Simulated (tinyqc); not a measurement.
A run and its error bars: classical Heisenberg spin chain: exact results, Metropolis, heat-bath and over-relaxation steps, and a Monte Carlo run. Computed by tinyqc, a small Python program. Command: `OMP_NUM_THREADS=1 python tinyqc.py 3130380 3130381 out.jsonl heismc walk`. One thread of a shared host (Intel(R) Xeon(R) Processor @ 2.30GHz), about 0.1 s of CPU time with the checks.

E = -J sum_i s_i . s_(i+1) for unit vectors s_i on an open chain; K = J/(k_B T).

Inputs (values chosen for the exercise, for a model chain of large moments):
```
quantity,value,unit
coupling J,34,meV
temperature T,789,K
moment mu,2.5,mu_B
length N of the open chain,8,-
seed,885400,-
```

Update: heat bath.

Constants: k_B = 8.617333262e-05 eV/K; mu_B = 5.7883818060e-05 eV/T.

Method:
- Each bond angle is independent, so u = <s_i . s_(i+1)> = coth K - 1/K, <s_i . s_(i+n)> = u^n, correlation length xi = -1/ln|u|, energy per bond -J u, heat capacity per bond c/k_B = 1 - K^2/sinh^2 K, and for the long chain chi = mu^2 (1 + u)/(3 k_B T (1 - u)) per spin.
- For N spins, <|sum s|^2>/N = (1 + u)/(1 - u) - 2 u (1 - u^N)/(N (1 - u)^2); the long chain has (1 + u)/(1 - u), chi over the Curie value, and the difference is relative to it.
- From the ordered state (alternating for J < 0), with each spin drawn from exp(h . s), h = K x sum of neighbours, 200 sweeps are discarded and 1600 recorded (even and odd sites in turn; random numbers not printed, so these rows are one sample). Errors are the scatter of block means over sqrt(number of blocks).

K = 0.500068

u = 0.163975

<|sum s|^2>/N = 1.33362

Blocking:
```
block length,mean bond product,error,<|sum s|^2>/N,error
1,0.15639,0.0052532,1.3269,0.023895
4,0.15639,0.0054270,1.3269,0.023939
16,0.15639,0.0055877,1.3269,0.021990
40,0.15639,0.0052921,1.3269,0.021068
80,0.15639,0.0050663,1.3269,0.019494
```

With blocks of 40 the bond product is 1.4 error bars from the exact u = 0.1640, and <|sum s|^2>/N is 0.3 from the exact 1.334. Blocking to 40 changes the two errors by factors 1.0 and 0.9.
